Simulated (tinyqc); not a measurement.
Carrier lifetime of an n-type layer with SRH, radiative, Auger and surface recombination: one step of the calculation.

Uniform excess density dn = dp (no trapping), n = n0 + dn, p = p0 + dn, Boltzmann statistics, full ionisation. Surfaces enter as a rate 2 S dn/d, which holds while diffusion to them is fast.

Problem. Lifetime, shares and quasi-Fermi splitting. With e = n p - ni^2 = dn (n0 + p0 + dn): U_SRH = e/(tp0 (n + n1) + tn0 (p + p1)), U_rad = B e, U_Aug = (Cn n + Cp p) e, U_s = 2 S dn/d. tau = dn/U, shares of U, splitting Vt ln(n p/ni^2), radiative efficiency U_rad/U.

Values chosen for this exercise; band and dielectric values close to those of 4H silicon carbide: temperature T = 300 K; radiative coefficient B = 1.52e-12 cm^3/s; Auger coefficient (two electrons) Cn = 2.9e-31 cm^6/s; Auger coefficient (two holes) Cp = 1.7e-31 cm^6/s; surface recombination velocity (both faces) S = 8 cm/s; sample thickness d = 100 um.

Constants: q = 1.602176634e-19 C, kB = 1.380649e-23 J/K, Vt = kB T/q. Results are converted to the units shown.

converged dn = 1.7966219e14 cm^-3
ni = 1.0337923e-8 cm^-3
n0 = 1.5e15 cm^-3
p0 = 7.1248428e-32 cm^-3
n1 = 7.8074970e-4 cm^-3
p1 = 1.3688464e-13 cm^-3
tn0 = 1.0451505e-4 s
tp0 = 1.3935340e-5 s

Find: tau; shares; quasi-Fermi splitting.

Solution.

tau = 2.2742e-5 s
shares (%): SRH 90.553, radiative 5.806, Auger 0.002, surface 3.639
quasi-Fermi splitting = 2.7055 V

SRH recombination takes the largest share. dn is 0.12 times the doping: intermediate injection.

tinyqc, about 0.01 s, one thread, Intel Xeon 2.30GHz (shared host): `OMP_NUM_THREADS=1 python tinyqc.py 2300143 2300144 out.jsonl`
